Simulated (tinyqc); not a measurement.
Schottky diode by thermionic emission with image-force lowering and series resistance: two steps of the calculation.

Metal on an n-type semiconductor with one parabolic valley; V > 0 is forward bias (metal positive). I = I0 [exp(Vj/(n Vt)) - 1] with Vj = V - I Rs; I0 = S A* T^2 exp(-(phi - dphi)/Vt), the lowering dphi taken at zero bias.

Inputs (values chosen for the exercise); band and dielectric values those of a made-up semiconductor: temperature T = 300 K; ideality factor n = 1.17; series resistance Rs = 0.96 ohm; applied bias V = 1.42 V.

Constants: q = 1.602176634e-19 C, kB = 1.380649e-23 J/K, Vt = kB T/q. Results are converted to the units shown.

Question 1. Junction voltage. Newton step for g(Vj) = Vj + Rs I0 [exp(Vj/(n Vt)) - 1] - V = 0: Vj(new) = Vj - g/g', g' = 1 + Rs I0 exp(Vj/(n Vt))/(n Vt).

I0 = 1.5560272e-16 A
Vj at the start = 1.42 V

Find: Vj after iteration 1.

Answer 1.

Vj after iteration 1 = 1.3898 V

Question 2. Current and small-signal resistance. I = I0 [exp(Vj/(n Vt)) - 1], dV/dI = Rs + n Vt/(I + I0).

I0 = 1.5560272e-16 A
converged Vj = 1.0704073 V

Give: I; drop over Rs; dV/dI.

Answer 2.

I = 364.2 mA
drop over Rs = 0.3496 V
dV/dI = 1.043 ohm

Program tinyqc, `OMP_NUM_THREADS=1 python tinyqc.py 2640024 2640025 out.jsonl`; Intel Xeon 2.30GHz, shared host, one thread, about 0.01 s.
